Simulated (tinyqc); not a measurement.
## Series resistance and length offset from two lengths at two overdrives

Inverse problem. In strong inversion R W = Rsd + k(x)(L - dL), k(x) = (1 + th1 x)/(mu0 Cox x), x the overdrive, Cox = eps0 eox/tox, with Rsd and dL independent of x. Find dL, Rsd, mu0 and th1.

Parameters, values chosen for the exercise: relative permittivity of the gate insulator (close to hafnium oxide) eox = 21.6; insulator thickness tox = 9.6 nm.

Constants: eps0 = 8.8541878128e-14 F/cm where lengths are in cm. Results are converted to the units shown.

total resistance times width (ohm um):
```
                  L = 0.084 um  L = 0.55 um
overdrive 0.57 V    973.079213   6202.41618
overdrive 0.91 V    727.212950   4271.64287
```

Solution. At each overdrive R W is a straight line in L; the two lines cross at L = dL, R W = Rsd. Their slopes give k x = (1 + th1 x)/(mu0 Cox), a straight line in x.

dL = 0.01600 um
Rsd = 210.0 ohm um
mu0 = 91.00 cm^2/(V s)
th1 = 0.2800 1/V

Computed by the program tinyqc: `OMP_NUM_THREADS=1 python tinyqc.py 2210051 2210052 out.jsonl`, one thread of a shared Intel Xeon 2.30GHz, about 0.01 s for the whole run.
